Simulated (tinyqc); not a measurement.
Inputs raised by 10 %, one at a time: Born-von Karman spring model of a cubic crystal with one atom per cell. Computed by tinyqc, a small Python program. Command: `OMP_NUM_THREADS=1 python tinyqc.py 3020930 3020931 out.jsonl springs sens`. One thread of a shared host (Intel(R) Xeon(R) Processor @ 2.30GHz), about 0.4 s of CPU time with the checks.

First neighbours lie at a/2 (1,1,0) (12 of them), second at a (1,0,0) (6), with all permutations and signs; the volume per atom is Omega = a^3/4.

Inputs (values chosen for the exercise, for a model crystal):
```
quantity                value           unit
lattice constant a       4.85       angstrom
atomic mass M            89.5              u
radial spring k1L       0.439  eV/angstrom^2
transverse spring k1T  -0.028  eV/angstrom^2
radial spring k2L        0.01  eV/angstrom^2
transverse spring k2T  0.0011  eV/angstrom^2
mesh divisions n            8              -
temperature T             300              K
```

Lattice: fcc.

Constants: 1 eV/angstrom^3 = 160.2176634 GPa; nu for 1 eV/(angstrom^2 u) = 15.6333042 THz; h x 1 THz = 4.135667696 meV; k_B = 8.617333262e-05 eV/K; hbar^2/u = 4.18015928e-03 eV angstrom^2.

Method:
- [ij,kl] = (1/(2 Omega)) sum_R K_ij R_k R_l; C11 = [xx,xx], C44 = [xx,yy], C12 = 2 [xy,xy] - C44; B = (C11 + 2 C12)/3; Zener ratio A = 2 C44/(C11 - C12). K(R) = kL n n^T + kT (1 - n n^T).
- A neighbour at R with unit vector n couples by the matrix K(R) = kL n n^T + kT (1 - n n^T), and D(q) = (1/M) sum_R K(R) [1 - cos(q.R)].
- An eigenvalue lambda of D in eV/(angstrom^2 u) gives nu = 15.6333042 THz x sqrt(lambda).
- Take the highest frequency at X = (1, 0, 0) (2 pi/a).
- Mesh: q = sum_i (m_i + 1/2)/n b_i, m_i = 0..n-1, with b = [[-1, 1, 1], [1, -1, 1], [1, 1, -1]] in 2 pi/a; sums are averages over the n^3 points, per atom.
- With x = h nu/(k_B T) and n = 1/(exp(x) - 1) for each mode: F = k_B T [x/2 + ln(1 - exp(-x))], U = k_B T x (n + 1/2), S/k_B = x n - ln(1 - exp(-x)), C/k_B = x^2 n (n + 1).
- <u_x^2> = (1/3) sum over modes of hbar^2/(2 M h nu) coth(x/2); zero-point energy = sum h nu/2. <u_x^2> converges slowly with the mesh, from below, with an error of order 1/n.

Runs:
```
input moved                              from       to  C44 (GPa)  highest frequency at X (THz)  <u_x^2> (angstrom^2)  zero-point energy (meV/atom)
base run                                    -        -     11.873                        2.9964              0.029825                        12.215
lattice constant a (angstrom)            4.85    5.335     10.793                        2.9964              0.029825                        12.215
atomic mass M (u)                        89.5    98.45     11.873                        2.8570              0.029811                        11.646
radial spring k1L (eV/angstrom^2)       0.439   0.4829     13.323                        3.1524              0.026516                        12.899
radial spring k2L (eV/angstrom^2)        0.01    0.011     11.873                        2.9964              0.029722                        12.224
transverse spring k1T (eV/angstrom^2)  -0.028  -0.0308     11.595                        2.9862              0.030744                        12.109
temperature T (K)                         300      330     11.873                        2.9964              0.032779                        12.215
```

Exponents ln(y'/y) / ln(x'/x):
```
input                     C44  highest frequency at X  <u_x^2>  zero-point energy
lattice constant a     -1.000                   0.000    0.000              0.000
atomic mass M           0.000                  -0.500   -0.005             -0.500
radial spring k1L       1.209                   0.532   -1.234              0.572
radial spring k2L       0.000                   0.000   -0.036              0.008
transverse spring k1T  -0.248                  -0.036    0.318             -0.091
temperature T           0.000                   0.000    0.991              0.000
```

Among the inputs moved here: C44 answers most in size to radial spring k1L (exponent +1.209), next to lattice constant a (-1.000); its exponent is below 0.0005 for atomic mass M, radial spring k2L, temperature T. Its exponent -1.000 in lattice constant a: at fixed springs C scales as k/a. Highest frequency at X answers most in size to radial spring k1L (exponent +0.532), next to atomic mass M (-0.500); its exponent is below 0.0005 for lattice constant a, radial spring k2L, temperature T. Its exponent -0.500 in atomic mass M: every frequency scales as M^(-1/2). <u_x^2> answers most in size to radial spring k1L (exponent -1.234), next to temperature T (+0.991); its exponent is below 0.0005 for lattice constant a. Its exponent -0.005 in atomic mass M: classical displacements do not depend on the mass. Its exponent +0.991 in temperature T: the classical law, k_B T over a spring constant. Zero-point energy answers most in size to radial spring k1L (exponent +0.572), next to atomic mass M (-0.500); its exponent is below 0.0005 for lattice constant a, temperature T. Its exponent -0.500 in atomic mass M: frequencies scale as M^(-1/2).

Extremes, crossings and ranges named in words are read from the listed rows.
